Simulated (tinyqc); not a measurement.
# From Ge-Ge peak back to Ge fraction x

Model: composition and strain of an epitaxial Si(1-x)Ge(x) layer from Raman and X-ray peaks. Computed by tinyqc, a small Python program. Command: `OMP_NUM_THREADS=1 python tinyqc.py 3028690 3028691 out.jsonl epiraman inv`. One thread of a shared host (Intel(R) Xeon(R) Processor @ 2.30GHz), about 0.06 s of CPU time with the checks.

A (001) layer, biaxially strained in the plane. The Raman peaks follow empirical lines omega = w0 + c1 x + c3 x^3 + b eps (c3 for Si-Ge alone), with eps the in-plane strain.

Inputs (values chosen for the exercise, modelled on silicon-germanium):
```
quantity                     value      unit
degree of relaxation R        0.87         -
lattice constant of Si       5.431  angstrom
lattice constant of Ge       5.658  angstrom
bowing B                     0.027  angstrom
2 C12/C11 of Si              0.769         -
2 C12/C11 of Ge              0.751         -
Si-Si: w0                    520.7      1/cm
Si-Si: c1                      -69      1/cm
Si-Si: strain coefficient b   -748      1/cm
Si-Ge: w0                    400.2      1/cm
Si-Ge: c1                     25.2      1/cm
Si-Ge: c3                      -35      1/cm
Si-Ge: strain coefficient b   -558      1/cm
Ge-Ge: w0                    280.4      1/cm
Ge-Ge: c1                     19.9      1/cm
Ge-Ge: strain coefficient b   -438      1/cm
```

Substrate: silicon.

Method:
- Relaxed lattice constant a(x) = a_Si + (a_Ge - a_Si) x - B x (1 - x).
- In-plane constant a_par = a_sub + R (a(x) - a_sub); eps = a_par/a(x) - 1; eps_perp = -(2 C12/C11) eps with 2 C12/C11 linear in x; a_perp = a(x) (1 + eps_perp).
- Insert x and eps in the three lines; the strain part is b eps.

Task: A run gave the result below. Find the Ge fraction x, known to lie between 0.26 and 0.39.

Ge-Ge peak = 286.6412 1/cm

Result:

Each step takes the trial c = (a f_b - b f_a)/(f_b - f_a), f being the result less the target and a, b, c the logarithms of the listed values; c replaces end b, the old b replaces a if the sign of f changed, and otherwise f_a is halved.

Scan of the range:
```
Ge fraction x  Ge-Ge peak (1/cm)
0.260                    286.133
0.278                    286.531
0.298                    286.973
0.318                    287.415
0.341                    287.924
0.365                    288.455
0.390                    289.009
```

False position (Illinois rule, in the logarithm of the input) inside the bracket:
```
step     end a     end b     trial  Ge-Ge peak (1/cm)
1     0.278000  0.298000  0.282871            286.638
2     0.298000  0.282871  0.282997            286.641
3     0.298000  0.282997  0.283004            286.641
4     0.282997  0.283004  0.283001            286.641
```

Ge-Ge peak rises at every point of a 13-point scan of the range (every second point is shown), so one value fits; it is bracketed by 0.278 and 0.298. Answer: Ge fraction x = 0.2830.
